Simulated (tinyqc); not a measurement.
## MOSFET in saturation, small-signal circuit and noise: effect of the temperature on speed and noise

Bias by the inversion coefficient IC = I/Ispec (charge-based model with velocity saturation; weak inversion below 0.1, strong above 10). Common-source circuit: gm, gds, Cgs, Cgd and Cj at the inner nodes, Rg in series with the gate; quasi-static, no source or drain resistance, no gate-body capacitance, no substrate network, no induced gate noise, so fmax is an upper estimate.

Ispec = 2 n mu Cox (W/L) Vt^2, lc = Ls/L, gms = [sqrt((lc IC + 1)^2 + 4 IC) - 1]/[2 + lc (lc IC + 1)], gm = gms Ispec/(n Vt), gds = sg gm. qs = [sqrt(1 + 4 IC) - 1]/2, Cgs = Cox W L qs (2 qs + 3)/(3 (qs + 1)^2) + Cov W, Cgd = Cov W, Cd = Cj W, Rg = Rsh (Wf/L)/(12 Nf) + Rc/W with Nf = W/Wf fingers (not rounded) contacted at both ends. fT = gm/(2 pi (Cgs + Cgd)), fmax = fT/(2 sqrt(Rg (gds + 2 pi fT Cgd))). Channel noise Sid = 4 kB T gam n gm with gam = (1/2 + (2/3) qs)/(1 + qs) + gw lc IC, qs = [sqrt(1 + 4 IC) - 1]/2, lc = Ls/L (the last term an empirical rise with velocity saturation); at the gate, white noise Sw = Sid/gm^2 + 4 kB T Rg. Number fluctuation with correlated mobility: S(f) = K/f, K = q^2 Vt lt Nt/(W L Cox^2) (1 + ac mu Cox I/gm)^2, Vt in eV with Nt per eV. Corner fc = K/Sw. IC is held fixed, and so are mu, n, Ls and Nt.

Parameters, values chosen for the exercise:
```
symbol,value,unit,meaning
L,65,nm,gate length
W,10,um,total gate width
Cox,2.3,uF/cm^2,gate capacitance
mu,330,cm^2/(V s),mobility
n,1.28,,slope factor
Ls,25,nm,velocity-saturation length
sg,0.058,,ratio gds/gm
Cov,0.43,fF/um,overlap and fringe capacitance per side
Cj,0.31,fF/um,drain junction capacitance
Rsh,15,ohm,sheet resistance of the gate
Wf,2,um,finger width
Rc,50,ohm um,gate contact and vertical resistance
IC,1.9,,inversion coefficient
gw,0.14,,short-channel excess of the noise factor
Nt,1.8e18,cm^-3 eV^-1,oxide trap density
lt,0.1,nm,tunnelling length into the oxide
ac,1000,V s/C,Coulomb scattering coefficient
```

Constants: q = 1.602176634e-19 C, kB = 1.380649e-23 J/K, Vt = kB T/q. Results are converted to the units shown.

The same in every row: Rg (ohm) = 12.69.

Effect of the temperature on speed and noise:
```
T (K)  I (uA)  fT (GHz)  fmax (GHz)  sqrt(Sw) (nV/Hz^0.5)  fc (MHz)
100     42.18     18.38       105.7                 1.706     41.29
150     94.90     27.57       129.5                 1.716     62.33
200     168.7     36.76       149.5                 1.727     83.64
250     263.6     45.95       167.2                 1.737     105.2
300     379.6     55.14       183.1                 1.747     127.1
350     516.7     64.32       197.8                 1.757     149.2
400     674.8     73.51       211.4                 1.767     171.6
```

As T goes from 100 to 400 K, fT rises from 18.4 to 73.5 GHz, fmax rises from 106 to 211 GHz, the white noise rises from 1.71 to 1.77 nV/Hz^0.5 and the corner rises from 41.3 to 172 MHz. At fixed IC and mobility the current goes as T^2 and gm as T, which is why fT rises; a real mobility would fall with T. For T = 100 to 200 K fmax exceeds 4 fT, where channel resistance and substrate losses, left out here, would cap it. For T = 100 to 150 K band tails and dopant freeze-out, left out here, change n and the noise.

tinyqc, about 0.01 s, one thread, Intel Xeon 2.30GHz (shared host): `OMP_NUM_THREADS=1 python tinyqc.py 2150035 2150036 out.jsonl`
